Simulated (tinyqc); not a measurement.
Character of the line: straight dislocations in isotropic elasticity: fields, energies, partials, Peierls stress and walls. Computed by tinyqc, a small Python program. Command: `OMP_NUM_THREADS=1 python tinyqc.py 3024707 3024708 out.jsonl disloc walk`. One thread of a shared host (Intel(R) Xeon(R) Processor @ 2.30GHz), about 0.01 s of CPU time with the checks.

The line runs along z, the glide plane is y = 0, and beta is the angle between b and the line (0 screw, 90 degrees edge): b_e = b sin(beta) along +x with the extra half plane at y > 0, b_s = b cos(beta). Stress is positive in tension.

Inputs (values chosen for the exercise, modelled on gold):

| quantity | value | unit |
|---|---|---|
| shear modulus G | 28 | GPa |
| Poisson ratio nu | 0.408 | - |
| Burgers vector b | 2.884 | angstrom |
| stacking-fault energy gamma | 35.8 | mJ/m^2 |
| dislocation density rho | 4.2e+10 | 1/m^2 |
| core radius r0/b | 1 | - |

Character: edge.

Constants: 1 eV/angstrom^3 = 160.2176634 GPa.

Method:
- Energy factor K = G [cos^2(beta) + sin^2(beta)/(1 - nu)].
- E = K b^2/(4 pi) ln(R/r0) with R = 1/(2 sqrt(rho)); tension T = E + d^2E/d(beta)^2 = G b^2 [1 + nu - 3 nu sin^2(beta)]/(4 pi (1 - nu)) ln(R/r0). The core energy is taken into r0.
- Shockley partials have b_p = b/sqrt(3) at the angles beta -/+ 30 degrees; their repulsion balances the fault at d = G b_p^2/(8 pi gamma) (2 - nu)/(1 - nu) [1 - 2 nu cos(2 beta)/(2 - nu)].
- E = K b^2/(4 pi) ln(R/r0); T = G b^2 [1 + nu - 3 nu sin^2(beta)]/(4 pi (1 - nu)) ln(R/r0).

ln(R/r0) = 9.04306

From screw to edge:

| beta (degrees) | K (GPa) | E (eV/nm) | T (eV/nm) | d (nm) |
|---|---|---|---|---|
| 0 | 28.000 | 10.460 | 24.879 | 1.1310 |
| 15 | 29.293 | 10.943 | 23.430 | 1.2903 |
| 30 | 32.824 | 12.263 | 19.472 | 1.7256 |
| 45 | 37.649 | 14.065 | 14.065 | 2.3202 |
| 60 | 42.473 | 15.867 | 8.658 | 2.9148 |
| 75 | 46.005 | 17.186 | 4.700 | 3.3501 |
| 90 | 47.297 | 17.669 | 3.251 | 3.5095 |

What does the comparison show, and why?

The edge costs 1/(1 - nu) = 1.689 times the screw in energy, yet its tension is only (1 - 2 nu)/(1 + nu) = 0.131 of the screw value, so loops under stress are elongated along b. The edge splits 3.10 times as widely, (2 + nu)/(2 - 3 nu), since there the larger, edge parts of the partials repel with the factor 1/(1 - nu) and the small screw parts attract, while in the screw the roles are exchanged.
